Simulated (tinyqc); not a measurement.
# Worked calculation: electron mobility in a silicon inversion layer, empirical terms and Matthiessen rule

Computed by the program tinyqc: `OMP_NUM_THREADS=1 python tinyqc.py 2510049 2510050 out.jsonl`, one thread of a shared Intel Xeon 2.30GHz, about 0.01 s for the whole run. Printed values are rounded.

Inversion layer of sheet density Ns on a uniformly doped body, under a high-permittivity gate with an interlayer. The mobility terms are empirical power laws with prefactors chosen for the exercise; adding their inverses (Matthiessen) is itself an approximation.

Inputs (values chosen for the exercise); material values close to those of silicon:
```
symbol,value,unit,meaning
T,400,K,temperature
Eg,1.12,eV,band gap
eps_r,11.8,,relative permittivity of the semiconductor
Nc,4.23e19,cm^-3,conduction-band density of states at T
Nv,4.08e19,cm^-3,valence-band density of states at T
Nb,4.6e17,cm^-3,body doping
Vsb,0.6,V,reverse body bias
eta,0.5,,weight of the inversion charge in the effective field
Cox,0.92,uF/cm^2,gate capacitance
Ap,476,cm^2/(V s),phonon-limited mobility at 1 MV/cm and 300 K
As,621,cm^2/(V s),roughness-limited mobility at 1 MV/cm
gs,2,,exponent of the roughness term
Ac,3100,cm^2/(V s),Coulomb prefactor
Nit,3e10,cm^-2,charge at the interface
Ar,330,cm^2/(V s),remote-phonon mobility without interlayer
ti,0.8,nm,interlayer thickness
lr,0.7,nm,decay length of remote phonons
Ns,1.5e12,cm^-2,inversion density
WL,20,,ratio W/L
Vd,0.01,V,drain voltage
I,10.5,uA,measured linear current
```

Constants: q = 1.602176634e-19 C, kB = 1.380649e-23 J/K, Vt = kB T/q, eps0 = 8.8541878128e-14 F/cm where lengths are in cm. Results are converted to the units shown.

## Depletion charge and effective field

ni = sqrt(Nc Nv) exp(-Eg/(2 Vt)), Eg in volts; Ndep = sqrt(2 eps0 eps_r Nb (2 Vt ln(Nb/ni) + Vsb)/q); E = q (Ndep + eta Ns)/(eps0 eps_r), in MV/cm.

ni = 3.65436e12 cm^-3
Ndep = 2.90800e12 cm^-2
E = 0.560949 MV/cm

The depletion charge gives 79.5 % of the field.

## Mobility terms and their sum

With t = T/(300 K): muC = Ac (Ns/1e12 cm^-2) t/(Nb/1e17 cm^-3 + Nit/1e11 cm^-2), muP = Ap E^(-1/3) t^(-1.75), muS = As E^(-gs), muR = Ar exp(2 ti/lr)/t; 1/mu is the sum of the inverses.

terms (cm^2/(V s)): Coulomb 1265.31, phonon 348.864, roughness 1973.53, remote phonon 2433.60
mu = 218.608 cm^2/(V s)
shares of 1/mu (%): Coulomb 17.2771, phonon 62.6629, roughness 11.0770, remote phonon 8.98294

The phonon term limits most.

## Iteration 1: inversion density for the measured current

Ns at the start = 7.5e11 cm^-2

I = (W/L) q Ns mu Vd. E = q (Ndep + eta Ns)/(eps0 eps_r) in MV/cm. With t = T/(300 K): muC = Ac (Ns/1e12 cm^-2) t/(Nb/1e17 cm^-3 + Nit/1e11 cm^-2), muP = Ap E^(-1/3) t^(-1.75), muS = As E^(-gs), muR = Ar exp(2 ti/lr)/t; 1/mu is the sum of the inverses. Ns(new) = I/((W/L) q mu Vd).

E = 0.503443 MV/cm
mu = 193.624 cm^2/(V s)
Ns after iteration 1 = 1.69235e12 cm^-2

## Iteration 2: inversion density for the measured current

As before.

E = 0.575697 MV/cm
mu = 220.436 cm^2/(V s)
Ns after iteration 2 = 1.48650e12 cm^-2

## Course of the iteration: inversion density for the measured current

Stop when Ns changes by less than 1e5 cm^-2, or after 120 iterations.

Course of the iteration:
```
iteration  Ns (cm^-2)  |change| (cm^-2)
1          1.69235e12           9.42e11
2          1.48650e12           2.06e11
3          1.50009e12           1.36e10
4          1.49892e12            1.17e9
5          1.49902e12            9.89e7
6          1.49901e12            8.38e6
7          1.49902e12            7.09e5
8          1.49902e12            6.01e4
```

Converged in 8 iterations. At the end each change is about 0.085 times the one before, with alternating sign: linear convergence.

## Split C-V extraction

Vg, point 0 to 12 (V): [0.3, 0.35, 0.4, 0.45, 0.5, 0.55, 0.6, 0.65, 0.7, 0.75, 0.8, 0.85, 0.9]
Cgc, point 0 to 12 (uF/cm^2): [0.00657521, 0.0174289, 0.0453102, 0.112247, 0.249825, 0.46, 0.670175, 0.807753, 0.874690, 0.902571, 0.913425, 0.917538, 0.919081]
I, point 0 to 12 (uA): [1.17024e-4, 8.23962e-4, 0.00560119, 0.0349499, 0.181551, 0.693566, 1.83826, 3.57619, 5.64732, 7.83666, 10.0322, 12.1849, 14.2749]

Q(Vg) is the trapezoid sum of Cgc from the first point (where Q is taken as 0); mu_eff = I/((W/L) Q Vd); mu_FE = (dI/dVg)/((W/L) Cox Vd) with a backward difference. Listed from point 4 on.

Q, point 4 to 12 (uC/cm^2): [0.0151593, 0.0329049, 0.0611593, 0.0981075, 0.140169, 0.184600, 0.23, 0.275774, 0.321690]
mu_eff, point 4 to 12 (cm^2/(V s)): [59.8811, 105.389, 150.284, 182.259, 201.448, 212.260, 218.091, 220.922, 221.873]
mu_FE, point 4 to 12 (cm^2/(V s)): [15.9349, 55.6538, 124.423, 188.906, 225.123, 237.971, 238.645, 233.992, 227.167]

At the last point mu_FE is 2.4 % above mu_eff.
